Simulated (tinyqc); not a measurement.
Donor level screened by free carriers (Yukawa potential): one step. Units and screening length. Four cases, with inputs chosen for the exercise.

Task: Give Ry* = Ry m/eps^2, a* = a0 eps/m, EF, the three values of ks, and x = ks a*.

Screening wave number: Debye ks^2 = 4 pi q n/(eps kB T); Thomas-Fermi ks^2 = 6 pi q n/(eps EF) with EF = c (3 pi^2 n/gv)^(2/3)/m, c = hbar^2/2m0; the two are joined by 1/ks^2 = sqrt(1/ks_D^4 + 1/ks_TF^4). 1e18/cm^3 = 1e-6/angstrom^3, q = e^2/(4 pi eps0).

Constants: e^2/(4 pi eps0) = 14.39964547 eV angstrom; kB = 8.617333262e-05 eV/K; hbar^2/2m0 = 3.80998211 eV angstrom^2; Ry = 13.60569312 eV; a0 (Bohr radius) = 0.5291772105 angstrom.

Case 1.

Values chosen (near those of a donor in Si, with one mean mass; shifted at random, so the results belong to these values and not to a real crystal): m = 0.303 m0 (mass); eps = 11.5 (dielectric constant); gv = 6 (valleys); T = 300 K (temperature); n = 1.1 x 1e18/cm^3 (free-carrier density).

Case 2.

Values chosen (near those of a donor in GaAs, with one mean mass; shifted at random, so the results belong to these values and not to a real crystal): m = 0.07 m0 (mass); eps = 13.1 (dielectric constant); gv = 1 (valleys); T = 77 K (temperature); n = 0.014 x 1e18/cm^3 (free-carrier density).

Case 3.

Values chosen (near those of a donor in Si, with one mean mass; shifted at random, so the results belong to these values and not to a real crystal): m = 0.296 m0 (mass); eps = 11.9 (dielectric constant); gv = 6 (valleys); T = 77 K (temperature); n = 0.21 x 1e18/cm^3 (free-carrier density).

Case 4.

Values chosen (near those of a donor in GaN, with one mean mass; shifted at random, so the results belong to these values and not to a real crystal): m = 0.197 m0 (mass); eps = 9.3 (dielectric constant); gv = 1 (valleys); T = 77 K (temperature); n = 0.27 x 1e18/cm^3 (free-carrier density).

Give: Ry*; a*; EF; ks: Debye, Thomas-Fermi, joined; x.

Result:

Case 1.

Ry* = 31.172 meV
a* = 20.08 angstrom
EF = 3.88 meV

ks: Debye, Thomas-Fermi, joined (1/angstrom): [0.02588, 0.08176, 0.02581]

x = 0.5184

EF/kB T = 0.15, so the Debye value, the smaller one, controls the screening.

Case 2.

Ry* = 5.550 meV
a* = 99.03 angstrom
EF = 3.03 meV

ks: Debye, Thomas-Fermi, joined (1/angstrom): [0.00540, 0.00979, 0.00528]

x = 0.5229

EF/kB T = 0.46, so the Debye value, the smaller one, controls the screening.

Case 3.

Ry* = 28.439 meV
a* = 21.27 angstrom
EF = 1.32 meV

ks: Debye, Thomas-Fermi, joined (1/angstrom): [0.02194, 0.06028, 0.02184]

x = 0.4647

EF/kB T = 0.20, so the Debye value, the smaller one, controls the screening. n is an outside input: with a bare binding above 3 kB T many donors can hold their electrons at this temperature, the more so the higher n/Nc.

Case 4.

Ry* = 30.990 meV
a* = 24.98 angstrom
EF = 7.73 meV

ks: Debye, Thomas-Fermi, joined (1/angstrom): [0.02814, 0.03192, 0.02500]

x = 0.6246

EF/kB T = 1.17, so the Debye value, the smaller one, controls the screening. n is an outside input: with a bare binding above 3 kB T many donors can hold their electrons at this temperature, the more so the higher n/Nc.

Computed by tinyqc, one run a case: `OMP_NUM_THREADS=1 python tinyqc.py N N+1 out.jsonl` with N = 1281569, 1281713, 1281740, 1281808; one thread of a shared Intel(R) Xeon(R) Processor @ 2.30GHz, about 0.02 s a run at most.
